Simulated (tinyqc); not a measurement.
# Planar ballistic transistor, top-of-the-barrier model, step by step

Numbers from tinyqc (`OMP_NUM_THREADS=1 python tinyqc.py 2400058 2400059 out.jsonl`; about 0.01 s on one thread of a shared Intel Xeon 2.30GHz). Printed values are rounded.

At the top of the source barrier, states moving towards the drain are filled by the source (Fermi level 0) and states moving back by the drain (Fermi level -q Vd); nothing scatters. U is the shift of the band edge there, set by the capacitances CG, CD and CS (the total) and by the charge. Parabolic two-dimensional band; the source is grounded.

Parameters, values chosen for the exercise; mass and valleys close to those of gallium nitride: temperature T = 300 K; effective mass m = 0.21 m0; valley degeneracy gv = 1; relative permittivity of the gate insulator eox = 3.9; insulator thickness tox = 3.6 nm; gate control CG/CS aG = 0.83; drain control CD/CS aD = 0.087; band edge at the barrier top above the source Fermi level at zero bias E0 = 0.29 eV; gate voltage Vg = 0.4 V; drain voltage Vd = 0.05 V.

Constants: q = 1.602176634e-19 C, kB = 1.380649e-23 J/K, hbar = 1.054571817e-34 J s, m0 = 9.1093837015e-31 kg, Vt = kB T/q, eps0 = 8.8541878128e-14 F/cm where lengths are in cm. Results are converted to the units shown.

## Density of states, capacitances and charge at zero bias

N0 = gv m kB T/(pi hbar^2), CG = eps0 eox/tox, vT = sqrt(2 kB T/(pi m)), CS = CG/aG, n0 = n at U = 0 and Vd = 0. eta1 = -(E0 + U)/Vt, eta2 = eta1 - Vd/Vt, n = (N0/2)[F_0(eta1) + F_0(eta2)], F_0(x) = ln(1 + exp x). UL = -(aG Vg + aD Vd).

N0 = 2.26783e12 cm^-2
CG = 0.959204 uF/cm^2
CS = 1.15567 uF/cm^2
n0 = 3.04665e7 cm^-2
UL = -0.336350 eV

## Iteration 1: self-consistent potential at the barrier top

U at the start (U = UL) = -0.336350 eV

eta1 = -(E0 + U)/Vt, eta2 = eta1 - Vd/Vt, n = (N0/2)[F_0(eta1) + F_0(eta2)], F_0(x) = ln(1 + exp x). U(out) = UL + q (n - n0)/CS. Newton step: U(new) = U + (U(out) - U)/(1 + CQ/CS), CQ = (q/Vt) dn/d(eta1) with both F' summed; F_0'(x) = 1/(1 + exp(-x)).

eta1 = 1.79290
eta2 = -0.141188
n = 2.91635e12 cm^-2
U(out) = 0.0679583 eV
CQ = 9.29058 uF/cm^2
U after iteration 1 = -0.291621 eV

## Iteration 2: self-consistent potential at the barrier top

As before.

eta1 = 0.0627186
eta2 = -1.87137
n = 9.84416e11 cm^-2
U(out) = -0.199878 eV
CQ = 4.56121 uF/cm^2
U after iteration 2 = -0.273076 eV

## Course of the iteration: self-consistent potential at the barrier top

Stop when U changes by less than 1e-9 eV, or after 90 iterations.

Course of the iteration:
```
iteration     U (eV)  |change| (eV)
1          -0.291621         0.0447
2          -0.273076         0.0185
3          -0.269112        3.96e-3
4          -0.268950        1.61e-4
5          -0.268950        2.56e-7
6          -0.268950       6.42e-13
```

Converged in 6 iterations. At the end the number of correct digits about doubles with each step.

## Current, mean velocity and share of the gate voltage

converged U = -0.268950 eV

N0 = gv m kB T/(pi hbar^2), CG = eps0 eox/tox, vT = sqrt(2 kB T/(pi m)), CS = CG/aG, n0 = n at U = 0 and Vd = 0. eta1 = -(E0 + U)/Vt, eta2 = eta1 - Vd/Vt, n = (N0/2)[F_0(eta1) + F_0(eta2)], F_0(x) = ln(1 + exp x). I = q (N0/2) vT [F_(1/2)(eta1) - F_(1/2)(eta2)] per width, F_(1/2)(x) = (2/sqrt(pi)) int_0^infinity u^(1/2)/(1 + exp(u - x)) du. Mean velocity I/(q n). CQ = (q/Vt) dn/d(eta1); the band edge follows the gate as -dU/dVg = aG/(1 + CQ/CS).

eta1 = -0.814246
n = 4.86193e11 cm^-2
I = 69.1123 uA/um
mean velocity = 8.87230e6 cm/s
CQ = 2.58025 uF/cm^2
-dU/dVg = 0.256752 eV/V

The carriers from the source are near degeneracy (eta1 = -0.814), and the mean velocity is 0.756 times vT = sqrt(2 kB T/(pi m)) = 1.17e7 cm/s. The drain fills a good part of the returning states, which lowers the mean.
